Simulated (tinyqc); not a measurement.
Conduction-band offset of an n-N heterojunction from carrier-profile moments: one step of the calculation.

Layer 1 (x < 0) accumulates electrons and layer 2 (x > 0) is depleted. Boltzmann statistics. The bands bend down by V1 in layer 1 and up by V2 in layer 2, with V1 + V2 = VD = dE + Vt ln[(N2/Nc2)/(N1/Nc1)].

Task. Offset from the moments. A C-V profile smears n(x) but keeps its zeroth and first moments: si = -int (N - n) dx, VD = (q/(eps0 eps_r)) int (N - n) x dx, dE = VD - Vt ln[(N2/Nc2)/(N1/Nc1)]. Use the trapezoidal rule on each side.

Values chosen for this exercise; values of the order of III-V alloys:
- T = 300 K (temperature)
- eps_r = 11.7 (relative permittivity of both layers)
- Nc1 = 6.2e17 cm^-3 (density of states of the narrow-gap layer 1)
- Nc2 = 6.7e17 cm^-3 (density of states of the wide-gap layer 2)
- dE = 0.11 eV (conduction-band offset)
- N1 = 4.2e15 cm^-3 (donor density in layer 1)
- N2 = 2.3e16 cm^-3 (donor density in layer 2)
- si = -6.3e10 cm^-2 (fixed charge at the interface)

Constants: q = 1.602176634e-19 C, kB = 1.380649e-23 J/K, Vt = kB T/q, eps0 = 8.8541878128e-14 F/cm where lengths are in cm. Results are converted to the units shown.

| left point | -x (nm) | n in layer 1 (cm^-3) |
|---|---|---|
| 0 | 0 | 3.40599e16 |
| 1 | 1.46 | 3.17112e16 |
| 2 | 8.84 | 2.32000e16 |
| 3 | 25.4 | 1.41006e16 |
| 4 | 53.6 | 8.57031e15 |
| 5 | 95.8 | 5.92182e15 |
| 6 | 154 | 4.79185e15 |
| 7 | 230 | 4.36666e15 |
| 8 | 325 | 4.23623e15 |
| 9 | 442 | 4.20564e15 |

| right point | x (nm) | n in layer 2 (cm^-3) |
|---|---|---|
| 0 | 0 | 5.22406e14 |
| 1 | 14.5 | 1.62527e15 |
| 2 | 35.7 | 5.31563e15 |
| 3 | 60.6 | 1.18383e16 |
| 4 | 88 | 1.77838e16 |
| 5 | 118 | 2.10844e16 |
| 6 | 149 | 2.23692e16 |
| 7 | 182 | 2.28121e16 |
| 8 | 217 | 2.29485e16 |
| 9 | 253 | 2.29864e16 |

Find: si; VD; dE.

Result.

si = -5.8998e10 cm^-2
VD = 0.15095 V
dE = 0.10899 eV

On these few points dE comes out -1.0 meV from the true 0.11 eV, and si misses by 4.0e9 cm^-2, 4.8 % of Q1.

Numbers from tinyqc (`OMP_NUM_THREADS=1 python tinyqc.py 2410089 2410090 out.jsonl`; about 0.07 s on one thread of a shared Intel Xeon 2.30GHz).
